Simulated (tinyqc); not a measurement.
Inside a calculation. Method: UKS/B3LYP (VWN-RPA form) in the sto-6g basis, for H3, spin multiplicity 2. One step of it, computed by the program tinyqc.

Task: Iteration 1: diagonalisation and new density. Diagonalise F' = X^T F X, C = X C', fill 2 alpha and 1 beta electrons from the bottom; D(s) = C_occ C_occ^T. Each column has its largest component positive (the first on a tie).

F(alpha) (hartree), lower triangle:
```
           1H 1s      2H 1s      3H 1s
1H 1s  -0.282510
2H 1s  -0.318013  -0.228396
3H 1s  -0.314433  -0.120698  -0.226947
```

F(beta) (hartree), lower triangle:
```
           1H 1s      2H 1s      3H 1s
1H 1s  -0.301392
2H 1s  -0.311737  -0.121304
3H 1s  -0.301596  -0.140665  -0.108095
```

X, lower triangle:
```
           1H 1s     2H 1s     3H 1s
1H 1s   1.372905
2H 1s  -0.412487  1.176883
3H 1s  -0.405329  0.066511  1.171128
```

Give: F' = X^T F X; orbital energies; coefficients C; F' = X^T F X; orbital energies; coefficients C; D(alpha) after iteration 1; D(beta) after iteration 1.

Result:

F' = X^T F X (alpha) (hartree), lower triangle:
```
         1        2        3
1   0.0611
2  -0.3114  -0.0583
3  -0.3067   0.0711  -0.0618
```

orbital energies (alpha) (hartree): MO1 -0.4016, MO2 -0.1312, MO3 0.4738

coefficients C (alpha):
```
          MO1      MO2      MO3
1H 1s  0.5222  -0.0014   1.3952
2H 1s  0.3589  -0.7784  -0.9082
3H 1s  0.3551   0.7877  -0.8909
```

F' = X^T F X (beta) (hartree), lower triangle:
```
         1       2       3
1   0.0352
2  -0.3313  0.0774
3  -0.3210  0.0483  0.0829
```

orbital energies (beta) (hartree): MO1 -0.3818, MO2 0.0320, MO3 0.5454

coefficients C (beta):
```
          MO1      MO2      MO3
1H 1s  0.6305   0.0086   1.3497
2H 1s  0.2973  -0.7749  -0.9332
3H 1s  0.2724   0.7911  -0.9167
```

D(alpha) after iteration 1, lower triangle:
```
        1H 1s    2H 1s   3H 1s
1H 1s  0.2727
2H 1s  0.1885   0.7347
3H 1s  0.1843  -0.4857  0.7466
```

D(beta) after iteration 1, lower triangle:
```
        1H 1s   2H 1s   3H 1s
1H 1s  0.3976
2H 1s  0.1874  0.0884
3H 1s  0.1718  0.0810  0.0742
```
